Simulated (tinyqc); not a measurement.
Long-channel MOSFET, surface-potential model: one step of the calculation.

n-channel transistor on a uniformly doped p-type body, gradual-channel approximation, constant mobility, Boltzmann statistics, full ionisation. Potentials are counted from the neutral body; V is the electron quasi-Fermi potential, Vsb at the source and Vsb + Vds at the drain. Charges are magnitudes per area.

Task. Inversion charge along the channel. The surface potential psi at channel potential V solves Vgs + Vsb - Vfb - psi = gamma sqrt(G), G = psi - Vt + Vt exp((psi - 2 phiF - V)/Vt). Charge sheet: Qi = Cox gamma [sqrt(G) - sqrt(psi - Vt)]. Pao-Sah: Qi = (Cox gamma/2) integral from 3 Vt to psi of exp((u - 2 phiF - V)/Vt)/sqrt(G(u, V)) du.

Inputs (values chosen for the exercise); material values close to those of gallium nitride:
```
symbol,value,unit,meaning
T,300,K,temperature
Vfb,-2.09,V,flat-band voltage
Vsb,1,V,source-body reverse bias
Vgs,3.09,V,gate-source voltage
```

Constants: q = 1.602176634e-19 C, kB = 1.380649e-23 J/K, Vt = kB T/q. Results are converted to the units shown.

V, point 0 to 8 (V): 1  1.15  1.3  1.45  1.6  1.75  1.9  2.05  2.2
phiF = 1.6494399 V
Cox = 0.44979274 uF/cm^2
gamma = 0.94426171 V^0.5

Give: psi; Qi, charge sheet; Qi, Pao-Sah.

Result.

```
point	psi (V)	Qi, charge sheet (nC/cm^2)	Qi, Pao-Sah (nC/cm^2)
0	4.24	0.282	0.283
1	4.24	8.70e-4	8.73e-4
2	4.24	2.63e-6	2.64e-6
3	4.24	7.94e-9	7.97e-9
4	4.24	2.40e-11	2.41e-11
5	4.24	7.25e-14	7.27e-14
6	4.24	2.19e-16	2.20e-16
7	4.24	6.61e-19	6.63e-19
8	4.24	2.00e-21	2.00e-21
```

At the source the charge-sheet charge is 0.31 % below the Pao-Sah one.

Numbers from tinyqc (`OMP_NUM_THREADS=1 python tinyqc.py 2360131 2360132 out.jsonl`; about 0.07 s on one thread of a shared Intel Xeon 2.30GHz).
